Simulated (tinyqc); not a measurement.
Offset from the accumulated charge.

Problem. Layer 1 (x < 0) accumulates electrons and layer 2 (x > 0) is depleted. Boltzmann statistics. Sheet densities from the first integral: Q1 = sqrt((2 eps0 eps_r Vt N1/q)(exp(u1) - u1 - 1)) extra electrons, Q2 = sqrt((2 eps0 eps_r Vt N2/q)(exp(-u2) + u2 - 1)) missing ones, u = V/Vt; neutrality Q1 = Q2 + si. V1 + V2 = dE + Vt ln[(N2/Nc2)/(N1/Nc1)]. Find V1, V2 and dE.

Parameters, values chosen for the exercise; values of the order of III-V alloys:
- T = 350 K (temperature)
- eps_r = 12.4 (relative permittivity of both layers)
- Nc1 = 3.7e17 cm^-3 (density of states of the narrow-gap layer 1)
- Nc2 = 1.2e18 cm^-3 (density of states of the wide-gap layer 2)
- N1 = 1.4e16 cm^-3 (donor density in layer 1)
- N2 = 1.7e16 cm^-3 (donor density in layer 2)
- si = 0 cm^-2 (fixed charge at the interface)

Constants: q = 1.602176634e-19 C, kB = 1.380649e-23 J/K, Vt = kB T/q, eps0 = 8.8541878128e-14 F/cm where lengths are in cm. Results are converted to the units shown.

Q1 = 1.7762785e11 cm^-2

Answer. Each sheet density rises steadily with its bending, so Q1 fixes V1 and Q2 = Q1 - si fixes V2.

V1 = 0.0649 V
V2 = 0.165 V
dE = 0.260 eV

Computed by the program tinyqc: `OMP_NUM_THREADS=1 python tinyqc.py 2410124 2410125 out.jsonl`, one thread of a shared Intel Xeon 2.30GHz, about 0.1 s for the whole run.
